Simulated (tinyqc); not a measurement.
Changing the ionic charge z: Born-Mayer model of an ionic crystal AB. Computed by tinyqc, a small Python program. Command: `OMP_NUM_THREADS=1 python tinyqc.py 3003035 3003036 out.jsonl bornmayer sweep`. One thread of a shared host (Intel(R) Xeon(R) Processor @ 2.30GHz), about 0.02 s of CPU time with the checks.

Energies are per ion pair and r is the nearest distance of unlike ions.

Inputs (values chosen for the exercise, for a model salt):
```
quantity                        value           unit
unlike repulsion lambda           618             eV
range rho                       0.333       angstrom
like repulsion lambda2            290             eV
dispersion C between like ions     38  eV angstrom^6
```

Structure: rock salt. Short range: with like-ion terms.

Constants: e^2/(4 pi eps_0) = 14.39964548 eV angstrom; 1 eV/angstrom^3 = 160.2176634 GPa.

Method:
- Madelung constant M, unlike neighbours z1, like neighbours z2 at f r, volume per pair: rock salt 1.747565, 6, 12, sqrt2, 2 r^3; caesium chloride 1.762675, 8, 6, 2/sqrt3, 8 r^3/(3 sqrt3); zinc blende 1.638055, 4, 12, sqrt(8/3), 16 r^3/(3 sqrt3).
- U(r) = -M z^2 e^2/(4 pi eps_0 r) + z1 lambda exp(-r/rho) + z2 [lambda2 exp(-f r/rho) - C/(f r)^6] (one mean like-ion term for both sublattices).
- Newton steps on g(r) = U'(r), from r = 9 rho: r(new) = r - U'(r)/U''(r), with the move limited to 0.3 angstrom. Where U'' is negative, move 0.3 angstrom downhill. Stop when |U'| is below 1e-9.
- B = U''(r0)/(9 c r0), with the volume written as c r^3.

One run for each value:
```
ionic charge z  lattice energy U (eV per pair)  equilibrium distance r0 (angstrom)  bulk modulus B (GPa)
1.60                                   -24.512                              2.2535                110.59
1.77                                   -31.048                              2.1613                150.72
1.93                                   -38.076                              2.0808                197.40
2.10                                   -46.529                              2.0008                257.88
2.27                                   -56.057                              1.9256                331.22
2.60                                   -77.864                              1.7903                517.08
```

Give the missing row, ionic charge z = 2.43.

Computed row:
```
ionic charge z  lattice energy U (eV per pair)  equilibrium distance r0 (angstrom)  bulk modulus B (GPa)
2.43                                   -66.063                              1.8584                413.59
```

Interpolating between the two neighbouring rows (linearly) misses most in bulk modulus B (GPa), by 1.9 %. Over the rows, lattice energy U (eV per pair) falls from -24.5 to -77.9 (exponent d ln y / d ln x about 2.4 throughout); equilibrium distance r0 (angstrom) falls from 2.25 to 1.79 (exponent d ln y / d ln x -0.41 between the first rows and -0.55 between the last); bulk modulus B (GPa) rises from 111 to 517 (exponent d ln y / d ln x 3.1 between the first rows and 3.3 between the last). U grows faster than z^2, because the stronger attraction also shortens r0.
